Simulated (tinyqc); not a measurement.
Reverse leakage of an n+-p junction: diffusion, generation, trap-assisted and band-to-band tunnelling: leakage components against the temperature.

One-sided abrupt junction in the depletion approximation, x from the junction (0) to W on the p side, field F = F0 (1 - x/W). Flat quasi-Fermi levels, long p side. Traps generate through SRH with both lifetimes shortened by 1 + Gamma (Hurkx enhancement, form for moderate fields); band-to-band generation is local and needs a total bending above Eg.

Nc and Nv are given at 300 K and scale as (T/300 K)^1.5; all else is held fixed. ni = sqrt(Nc Nv) exp(-Eg/(2 Vt)), Eg in volts; Vbi = Vt ln(Na Nd/ni^2); W = sqrt(2 eps0 eps_r (Vbi + VR)/(q Na)); F0 = 2 (Vbi + VR)/W; FG = sqrt(24 mt m0 (kB T)^3)/(q hbar); J_diff = q ni^2 sqrt(Dn/tau)(1 - exp(-VR/Vt))/Na. u = (Vbi + VR)(1 - x/W)^2, p = Na exp(-u/Vt), n = Nd exp((u - Vbi - VR)/Vt); G0 = ni^2 (1 - exp(-VR/Vt))/(tau (n + p + 2 ni cosh(Et/Vt))); Gamma = 2 sqrt(3 pi)(F/FG) exp((F/FG)^2); trap-assisted part G0 Gamma; G_bb = Ab F^2.5 exp(-Bb/F) with F in V/cm, zero unless Vbi + VR > Eg. Currents are q times the integrals over 0 to W; J_bb under 1e-8 of J is printed as 0; rows with F0/FG above 2.2, beyond the range of this Gamma, are left out.

Values chosen for this exercise; band and dielectric values close to those of silicon: band gap Eg = 1.14 eV; relative permittivity eps_r = 11.8; conduction-band density of states at the reference temperature Nc = 2.8e19 cm^-3; valence-band density of states at the reference temperature Nv = 2.66e19 cm^-3; acceptor density of the lighter side Na = 2.2e16 cm^-3; donor density of the heavier side Nd = 1e20 cm^-3; SRH lifetime of both carriers at zero field tau = 4e-8 s; trap level above the intrinsic level Et = 0.05 eV; tunnelling mass mt = 0.24 m0; electron diffusion coefficient on the lighter side Dn = 9.9 cm^2/s; band-to-band prefactor Ab = 2.4e14 cm^-0.5 V^-2.5 s^-1; band-to-band field constant Bb = 1.89e7 V/cm; reverse bias VR = 2.7 V.

Constants: q = 1.602176634e-19 C, kB = 1.380649e-23 J/K, hbar = 1.054571817e-34 J s, m0 = 9.1093837015e-31 kg, Vt = kB T/q, eps0 = 8.8541878128e-14 F/cm where lengths are in cm. Results are converted to the units shown.

The same in every row: J_bb (A/cm^2) = 0.

Leakage components against the temperature:
```
T (K)	F0 (kV/cm)	F0/FG	J_diff (A/cm^2)	J_SRH (A/cm^2)	J_TAT (A/cm^2)	J (A/cm^2)	largest part
220	159	0.701	2.58e-19	1.21e-11	4.12e-11	5.33e-11	trap-assisted tunnelling
250	159	0.577	5.15e-16	7.45e-10	1.92e-9	2.66e-9	trap-assisted tunnelling
280	158	0.485	2.10e-13	1.94e-8	3.97e-8	5.91e-8	trap-assisted tunnelling
310	158	0.415	2.76e-11	2.72e-7	4.59e-7	7.32e-7	trap-assisted tunnelling
340	157	0.360	1.57e-9	2.43e-6	3.46e-6	5.89e-6	trap-assisted tunnelling
370	157	0.316	4.75e-8	1.54e-5	1.88e-5	3.42e-5	trap-assisted tunnelling
400	156	0.280	8.76e-7	7.47e-5	7.90e-5	1.55e-4	trap-assisted tunnelling
430	156	0.251	1.09e-5	2.93e-4	2.72e-4	5.76e-4	SRH generation
```

Read the table: what changes, and by how much?

J rises from 5.33e-11 to 5.76e-4 A/cm^2. Trap-assisted tunnelling leads at T = 220, SRH generation from 430 on. Activation energies over the table: 1.22 eV for diffusion (Eg = 1.14 eV, raised by the T^3 of ni^2), 0.660 eV for SRH generation (Eg/2 + |Et| = 0.620 eV), 0.610 eV for the trap-assisted part, lower since Gamma grows on cooling; the total shows 0.618 eV at the cold end and 0.650 eV at the hot end.

Range of the model: The n+ side is degenerate, so Vbi from Boltzmann statistics is only a guide.

Computed by the program tinyqc: `OMP_NUM_THREADS=1 python tinyqc.py 2290012 2290013 out.jsonl`, one thread of a shared Intel Xeon 2.30GHz, about 0.01 s for the whole run.
